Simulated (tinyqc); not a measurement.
Inside a calculation. Model: p-n heterojunction, non-linear Poisson equation by Newton steps, Boltzmann statistics.

tinyqc, about 0.04 s, one thread, Intel Xeon 2.30GHz (shared host): `OMP_NUM_THREADS=1 python tinyqc.py 2040013 2040014 out.jsonl` Printed values are rounded; ~0 in a residual or rate marks an entry under 1e-11 of the largest of its column.

One dimension, material 1 (p-type) at x < 0 and material 2 (n-type) at x > 0. Band edges: Ec = -psi in material 1 and -psi + dEc in material 2, Ev = Ec - Eg. Flat quasi-Fermi levels: 0 for holes, +V for electrons. n = Nc F((EFn - Ec)/Vt), p = Nv F((Ev - EFp)/Vt), with F(eta) = exp(eta) (Boltzmann statistics); full ionisation, no interface charge, classical densities; the doping types are chosen for the exercise.

Parameters, values chosen for the exercise; band and dielectric values close to those of AlGaAs and GaAs:
```
symbol    value   unit                                          meaning
T           350      K                                      temperature
Eg1         1.8     eV                           band gap of material 1
er1          12                     relative permittivity of material 1
Nc1     8.92e17  cm^-3  conduction-band density of states of material 1
Nv1     1.39e19  cm^-3     valence-band density of states of material 1
Eg2        1.44     eV                           band gap of material 2
er2        12.8                     relative permittivity of material 2
Nc2     5.52e17  cm^-3  conduction-band density of states of material 2
Nv2     1.13e19  cm^-3     valence-band density of states of material 2
dEc       -0.22     eV                 conduction-band offset Ec2 - Ec1
N1       5.6e15  cm^-3                   acceptor density of material 1
N2       2.4e16  cm^-3                      donor density of material 2
V             0      V                    bias of side 1 against side 2
```

Constants: q = 1.602176634e-19 C, kB = 1.380649e-23 J/K, Vt = kB T/q, eps0 = 8.8541878128e-14 F/cm where lengths are in cm. Results are converted to the units shown.

## Offsets and end potentials

dEv = Ev1 - Ev2 = Eg2 - Eg1 - dEc. Neutrality of the majority carriers far from the junction: Nv1 F((-psi_L - Eg1)/Vt) = N1 and Nc2 F((V + psi_R - dEc)/Vt) = N2. Total bending psi_R - psi_L.

dEv = -0.14 eV
psi_L = -1.564238 V
psi_R = -0.3145686 V
psi_R - psi_L = 1.249669 V

The alignment is straddling (type I): dEc and dEv have the same sign.

## Permittivity of the intervals

x, node 0 to 11 (nm): -1150  -528  -229  -85.3  -16.5  16.5  55.6  102  156  221  298  388

er1 or er2; the interface lies midway in its interval, which gets the series value 2 er1 er2/(er1 + er2).

eps_r, interval 0 to 10: 12  12  12  12  12.38710  12.8  12.8  12.8  12.8  12.8  12.8

## Couplings between neighbouring nodes

a_i = eps0 eps_r/h_i for the interval from node i to i + 1, with h_i = x_(i+1) - x_i in cm.

coupling a_i, interval 0 to 10 (F/cm^2): 1.708203e-8  3.553520e-8  7.393894e-8  1.544335e-7  3.323566e-7  2.898558e-7  2.442535e-7  2.098770e-7  1.743594e-7  1.471865e-7  1.259262e-7

## Starting potential

material, node 0 to 11: 1  1  1  1  1  2  2  2  2  2  2  2

psi_L on the nodes of material 1 and psi_R on those of material 2.

psi at the start, node 0 to 11 (V): -1.564238  -1.564238  -1.564238  -1.564238  -1.564238  -0.314569  -0.314569  -0.314569  -0.314569  -0.314569  -0.314569  -0.314569

## Iteration 1: densities, residual and Jacobian diagonal

n_i = Nc F(a_n), a_n = (V - Ec_i)/Vt; p_i = Nv F(a_p), a_p = (Ec_i - Eg)/Vt; rho_i = p_i - n_i + C_i with C = -N1 or +N2; g_i = (n_i + p_i)/Vt. Box widths w_i = (h_(i-1) + h_i)/2 in cm. Residual F_i = a_i (psi_(i+1) - psi_i) - a_(i-1) (psi_i - psi_(i-1)) + q rho_i w_i; Jacobian: a_(i-1) and a_i beside the diagonal, b_i = -a_(i-1) - a_i - q g_i w_i on it. The two end nodes are fixed.

```
node    n (cm^-3)  p (cm^-3)
0     2.668901e-5     5.6e15
1     2.668901e-5     5.6e15
2     2.668901e-5     5.6e15
3     2.668901e-5     5.6e15
4     2.668901e-5     5.6e15
5          2.4e16  0.4783204
6          2.4e16  0.4783204
7          2.4e16  0.4783204
8          2.4e16  0.4783204
9          2.4e16  0.4783204
10         2.4e16  0.4783204
11         2.4e16  0.4783204
```

```
node  residual F (C/cm^2)  diagonal b (F/cm^2)
1                      ~0         -1.422512e-6
2                      ~0         -7.679457e-7
3                      ~0         -5.444447e-7
4             4.153358e-7         -6.382073e-7
5            -4.153358e-7         -1.081819e-6
6                      ~0         -1.079135e-6
7                      ~0         -1.094137e-6
8                      ~0         -1.142810e-6
9                      ~0         -1.226734e-6
10                     ~0         -1.337665e-6
```

## Iteration 1: Newton step

Solve the tridiagonal system a_(i-1) d_(i-1) + b_i d_i + a_i d_(i+1) = -F_i for nodes 1 to 10, with d = 0 on fixed nodes. If the largest |d| exceeds 4 Vt, the whole step is scaled down so that it equals 4 Vt.

Newton step d, before damping, node 1 to 10 (V): 0.0003970  0.0158924  0.1648708  0.5736318  -0.2247626  -0.0637108  -0.0147541  -0.0027705  -0.0003990  -0.0000439
psi after iteration 1, node 0 to 11 (V): -1.564238  -1.564154  -1.560895  -1.529563  -1.443595  -0.361839  -0.327968  -0.317672  -0.315151  -0.314653  -0.314578  -0.314569

## Iteration 2: densities, residual and Jacobian diagonal

As before.

```
node    n (cm^-3)    p (cm^-3)
0     2.668901e-5       5.6e15
1     2.676299e-5  5.584519e15
2     2.981677e-5  5.012563e15
3     8.426062e-5  1.773764e15
4     0.001457170  1.025676e14
5     5.006607e15     2.292908
6     1.539113e16    0.7458639
7     2.165360e16    0.5301516
8     2.354080e16    0.4876508
9     2.393331e16    0.4796532
10    2.399265e16    0.4784669
11         2.4e16    0.4783204
```

```
node  residual F (C/cm^2)  diagonal b (F/cm^2)
1            1.581737e-13         -1.418725e-6
2            1.175665e-10         -6.988723e-7
3             4.446229e-9         -3.284863e-7
4             3.417692e-7         -4.895634e-7
5            -3.387406e-7         -7.180902e-7
6            -1.406456e-9         -8.836325e-7
7           -9.874361e-11         -1.031566e-6
8           -4.242082e-12         -1.128296e-6
9           -1.055949e-13         -1.224219e-6
10          -1.504771e-15         -1.337340e-6
```

## Iteration 2: Newton step

As before.

Newton step d, before damping, node 1 to 10 (V): 0.0009129  0.0364423  0.3424249  0.6821133  -0.1826752  -0.0660382  -0.0163665  -0.0031177  -0.0004501  -0.0000495
psi after iteration 2, node 0 to 11 (V): -1.564238  -1.563993  -1.554450  -1.469000  -1.322952  -0.394148  -0.339648  -0.320566  -0.315703  -0.314732  -0.314587  -0.314569

## Course of the Newton iteration

Stop when the largest undamped |d| is below 1e-9 V, or after 80 iterations.

Course of the iteration:
```
iteration  largest |F| (C/cm^2)  largest |d| (V)  at node
1                       4.15e-7            0.574        4
2                       3.42e-7            0.682        4
3                       2.82e-7            0.630        4
4                       2.28e-7            0.523        4
5                       1.75e-7            0.404        4
6                       1.23e-7            0.296        4
7                       7.28e-8            0.199        4
8                       2.86e-8           0.0902        3
9                      1.23e-10          8.87e-4        2
10                     3.37e-13          3.09e-7        1
11                     1.67e-18         1.54e-12        1
```

Converged in 11 iterations. Once the step is below 0.1 Vt, 2 more iteration(s) reach the threshold: near the solution the error is roughly squared each time.

## Band edges, densities and displacement

converged psi, node 0 to 11 (V): -1.564238  -1.556314  -1.283863  -0.884348  -0.631342  -0.500039  -0.397204  -0.338125  -0.319225  -0.315245  -0.314643  -0.314569

Ec, Ev, n and p as defined; D = a_k (psi_(k+1) - psi_k) on the interval that holds the interface.

```
node   Ec (eV)    Ev (eV)    n (cm^-3)    p (cm^-3)
0     1.564238  -0.235762  2.668901e-5       5.6e15
1     1.556314  -0.243686  3.470833e-5  4.306126e15
2     1.283863  -0.516137    0.2907709  5.140075e11
3     0.884348  -0.915652   1.645555e5   9.082553e5
4     0.631342  -1.168658   7.235085e8     206.5745
5     0.280039  -1.159961  5.123445e13     224.0619
6     0.177204  -1.262796  1.549916e15     7.406650
7     0.118125  -1.321875  1.099037e16     1.044522
8     0.099225  -1.340775  2.056680e16    0.5581660
9     0.095245  -1.344755  2.346785e16    0.4891666
10    0.094643  -1.345357  2.394080e16    0.4795031
11    0.094569  -1.345431       2.4e16    0.4783204
```

D = 43.63950 nC/cm^2

## Check against the first integral

Exact first integral: on each side D^2/(2 eps0 er) = G, G = q [Vt (nI_j - nI_b) + Vt (pI_j - pI_b) - C (psi_j - psi_b)], with C = -N1 or +N2, b the neutral end of that side, and nI, pI the densities themselves. D is continuous, so er1 G1(psi_j) = er2 G2(psi_j) fixes psi_j. Ends from Nv1 F((-psi_L - Eg1)/Vt) = N1 and Nc2 F((V + psi_R - dEc)/Vt) = N2. D is counted positive when psi rises towards material 2.

psi_j = -0.5581943 V
D = 43.13483 nC/cm^2
psi_j - psi_L = 1.006043 V
psi_R - psi_j = 0.2436257 V
Ec1 - EFn at the interface = 0.5581943 eV
Ec2 - EFn at the interface = 0.3381943 eV

Material 1 takes 80.5 % of the bending. The 12-node mesh gave D = 43.64 nC/cm^2, 1.2 % above the exact value in size.
